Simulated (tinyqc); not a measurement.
Trap density from one capacitance.

Question. Traps spread evenly through the insulator exchange electrons with the semiconductor by tunnelling, with tau(x) = t0 exp(2 ka x) at depth x from the interface. The admittance per area Y seen at depth x obeys dY/dx = -Y^2/(i w eps0 eox) + q Nb ln(1 + i w tau)/tau, with Y(0) = i w Cs and w = 2 pi f; the gate sees Y(tox) = G + i w C. Working variable y = Y/(i w), in uF/cm^2. Cox = eps0 eox/tox. Find Nb and G/w.

Values chosen for this exercise: relative permittivity of the insulator eox = 3.94; insulator thickness tox = 3.7 nm; semiconductor capacitance in accumulation Cs = 0.7 uF/cm^2; decay constant of the wave function in the insulator ka = 3 1/nm; time constant of a trap at the interface t0 = 2e-9 s; frequency f = 100 Hz.

Constants: q = 1.602176634e-19 C, eps0 = 8.8541878128e-14 F/cm where lengths are in cm. Results are converted to the units shown.

C = 0.65143904 uF/cm^2

Answer. C rises steadily with Nb, so one density matches; in practice ka and t0 must come from the frequency dependence.

Nb = 1.500e19 cm^-3 eV^-1
G/w = 0.03695 uF/cm^2

Program tinyqc, `OMP_NUM_THREADS=1 python tinyqc.py 2202080 2202081 out.jsonl`; Intel Xeon 2.30GHz, shared host, one thread, about 0.3 s.
